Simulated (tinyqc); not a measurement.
## Read current of a NAND string, cells in series solved by shooting: effect of the bit-line voltage

Cells in series, numbered from 0 at the source line (0 V) to the bit line, each followed by a gap resistance Rg. A cell with gate Vg, threshold VT, source Vs and drain Vd passes I = 2 nf K Vt^2 [F(Vs) - F(Vd)]/(1 + th max(Vg - VT, 0)), F(V) = ln^2(1 + exp((Vg - VT - nf V)/(2 nf Vt))). The selected cell has Vg = Vr, the others Vg = Vp.

For a trial current I start at 0 V and, cell by cell, solve for the drain: sqrt(F(Vd)) = sqrt(F(Vs) - I/k), k = 2 nf K Vt^2/(1 + th max(Vg - VT, 0)), Vd = [Vg - VT - 2 nf Vt ln(exp(sqrt F) - 1)]/nf, then add I Rg. The string current is the I for which the last node reaches Vbl. The apparent threshold is the Vr at which I = Is. Background: all other cells erased (VT = Ve) or all in the highest state (VT = Vh); ratio and shift are high over erased and high minus erased. The string has 128 cells and the selected one is cell 64.

Values chosen for this exercise; values of the order met in vertical NAND strings: temperature T = 300 K; gain factor of a cell K = 7.9 uA/V^2; slope factor nf = 1.2; mobility reduction factor th = 0.19 1/V; resistance of the gap between cells Rg = 20 kohm; pass voltage Vp = 6.3 V; threshold of an erased cell Ve = -1.1 V; threshold of the highest state Vh = 4.5 V; threshold of the selected cell Vx = 2.7 V; sensing current Is = 20 nA; read voltage on the selected word line Vr = 3.76 V.

Constants: q = 1.602176634e-19 C, kB = 1.380649e-23 J/K, Vt = kB T/q. Results are converted to the units shown.

Result of one run:

| Vbl (V) | I, others erased (uA) | I, others high (uA) | ratio | apparent VT, erased (V) | apparent VT, high (V) | background shift (mV) |
|---|---|---|---|---|---|---|
| 0.8 | 0.09513 | 0.04158 | 0.4371 | 2.853 | 2.943 | 90.03 |

What becomes of these results when the bit-line voltage Vbl is changed from 0.8 to 0.6 V, all else the same?

Result of the changed run:

| Vbl (V) | I, others erased (uA) | I, others high (uA) | ratio | apparent VT, erased (V) | apparent VT, high (V) | background shift (mV) |
|---|---|---|---|---|---|---|
| 0.6 | 0.07254 | 0.03372 | 0.4648 | 2.853 | 2.943 | 90.05 |

The whole series:

| Vbl (V) | I, others erased (uA) | I, others high (uA) | ratio | apparent VT, erased (V) | apparent VT, high (V) | background shift (mV) |
|---|---|---|---|---|---|---|
| 0.4 | 0.04910 | 0.02411 | 0.4912 | 2.853 | 2.954 | 100.4 |
| 0.5 | 0.06092 | 0.02913 | 0.4782 | 2.853 | 2.944 | 90.48 |
| 0.6 | 0.07254 | 0.03372 | 0.4648 | 2.853 | 2.943 | 90.05 |
| 0.7 | 0.08395 | 0.03787 | 0.4511 | 2.853 | 2.943 | 90.03 |
| 0.8 | 0.09513 | 0.04158 | 0.4371 | 2.853 | 2.943 | 90.03 |

As Vbl goes from 0.4 to 0.8 V, the current with erased neighbours rises from 0.0491 to 0.0951 uA, that with high neighbours rises from 0.0241 to 0.0416 uA and the ratio falls from 0.491 to 0.437. The background shift falls from 100 to 90.0 mV.

Computed by the program tinyqc: `OMP_NUM_THREADS=1 python tinyqc.py 2142054 2142055 out.jsonl`, one thread of a shared Intel Xeon 2.30GHz, about 0.8 s for the whole run.
